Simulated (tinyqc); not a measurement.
# Schottky diode by the thermionic emission-diffusion theory: what changes with what

Metal on an n-type semiconductor with one parabolic valley; V > 0 is forward bias (metal positive). The band bends as a parabola over the depletion layer, by Vd = Vbi - V; no image force. Carriers drift and diffuse up to the interface and leave it with the velocity vR.

Inputs (values chosen for the exercise); band and dielectric values those of a made-up semiconductor:

| symbol | value | unit | meaning |
|---|---|---|---|
| T | 200 | K | temperature |
| me | 0.29 | m0 | electron mass |
| eps_r | 9.73 |  | relative permittivity |
| mun | 300 | cm^2/(V s) | electron mobility |
| phi | 1.13 | eV | barrier height seen from the metal |
| Nd | 1.2e17 | cm^-3 | donor density |
| V | 0.6 | V | bias |

Constants: q = 1.602176634e-19 C, kB = 1.380649e-23 J/K, h = 6.62607015e-34 J s, m0 = 9.1093837015e-31 kg, Vt = kB T/q, eps0 = 8.8541878128e-14 F/cm where lengths are in cm. Results are converted to the units shown.

Each table varies one quantity; the others keep the values above.

## Effect of the mobility

A* = 4 pi q me m0 kB^2/h^3 (times 1e-4 for A/(cm^2 K^2)); Nc = 2 (2 pi me m0 kB T/h^2)^1.5 (times 1e-6 for cm^-3); Vbi = phi - Vt ln(Nc/Nd); vR = A* T^2/(q Nc). LD = sqrt(eps0 eps_r Vt/(q Nd)), a = sqrt((Vbi - V)/Vt), D(a) = exp(-a^2) int_0^a exp(s^2) ds (Dawson), vD = mun Vt/(sqrt(2) LD D(a)). J = q Nc [vR vD/(vR + vD)] exp(-phi/Vt) [exp(V/Vt) - 1].

The same in every row: vR (cm/s) = 4.079e6.

Effect of the mobility:
```
mun (cm^2/(V s))	vD (cm/s)	vD/(vR + vD)	J (A/cm^2)
1.2	1.724e5	0.04056	2.495e-9
4.4	6.323e5	0.1342	8.254e-9
16	2.299e6	0.3605	2.217e-8
57	8.191e6	0.6676	4.105e-8
210	3.018e7	0.8809	5.417e-8
750	1.078e8	0.9635	5.925e-8
2700	3.880e8	0.9896	6.086e-8
9800	1.408e9	0.9971	6.132e-8
```

Read the table: what changes, and by how much?

J rises from 2.49e-9 to 6.13e-8 A/cm^2, as mun^(0.92) between the first two rows and mun^(0.01) between the last two. vD equals vR at mun = 28.4 cm^2/(V s): below that diffusion limits the current, above it emission. In 4 of the 8 rows vD exceeds 3e7 cm/s, beyond usual saturation velocities, since the low-field mobility is used at the surface field.

## Effect of the doping

Same model as above.

The same in every row: vR (cm/s) = 4.079e6.

Result of one run:
```
Nd (cm^-3)	vD (cm/s)	vD/(vR + vD)	J (A/cm^2)
1.4e15	4.252e6	0.5104	3.139e-8
```

What becomes of these results when the donor density Nd is changed from 1.4e15 to 1.4e16 cm^-3, all else the same?

Result of the changed run:
```
Nd (cm^-3)	vD (cm/s)	vD/(vR + vD)	J (A/cm^2)
1.4e16	1.412e7	0.7759	4.772e-8
```

The whole series:
```
Nd (cm^-3)	vD (cm/s)	vD/(vR + vD)	J (A/cm^2)
1.4e14	1.274e6	0.2379	1.463e-8
4.4e14	2.321e6	0.3627	2.231e-8
1.4e15	4.252e6	0.5104	3.139e-8
4.3e15	7.637e6	0.6519	4.009e-8
1.4e16	1.412e7	0.7759	4.772e-8
4.3e16	2.531e7	0.8612	5.296e-8
1.4e17	4.670e7	0.9197	5.656e-8
4.3e17	8.353e7	0.9534	5.863e-8
```

vD rises from 1.27e6 to 8.35e7 cm/s, as Nd^(0.52) at fixed mobility, and J rises from 1.46e-8 to 5.86e-8 A/cm^2, while the pure emission value 6.15e-8 A/cm^2 does not depend on Nd. In 2 of the 8 rows vD exceeds 3e7 cm/s, beyond usual saturation velocities, since the low-field mobility is used at the surface field. In 1 of the 8 rows E00 = (hbar/2) sqrt(Nd/(me m0 eps0 eps_r)) exceeds 0.4 kB T, so tunnelling through the top of the barrier, left out here, adds to the current.

## Current against voltage

Same model as above.

Ideality n = (dV/d ln[J/(1 - exp(-V/Vt))])/Vt.

Current against voltage:
```
V (V)	vD (cm/s)	vD/(vR + vD)	J (A/cm^2)	n
0.05	6.379e7	0.9399	7.551e-22	1.001
0.19	5.922e7	0.9356	2.681e-18	1.001
0.33	5.426e7	0.9301	8.988e-15	1.001
0.469	4.884e7	0.9229	2.838e-11	1.001
0.609	4.269e7	0.9128	9.463e-8	1.002
0.749	3.548e7	0.8969	3.135e-4	1.003
0.889	2.633e7	0.8658	1.020	1.007
1.029	1.138e7	0.7362	2925	1.058
```

Read the table: what changes, and by how much?

vD falls from 6.38e7 to 1.14e7 cm/s and the share vD/(vR + vD) falls from 0.940 to 0.736; n goes from 1.001 to 1.058. It exceeds 1 only as far as vD, which falls with the surface field, limits the current. In 6 of the 8 rows vD exceeds 3e7 cm/s, beyond usual saturation velocities, since the low-field mobility is used at the surface field.

Program tinyqc, `OMP_NUM_THREADS=1 python tinyqc.py 2640092 2640093 out.jsonl`; Intel Xeon 2.30GHz, shared host, one thread, about 0.01 s.
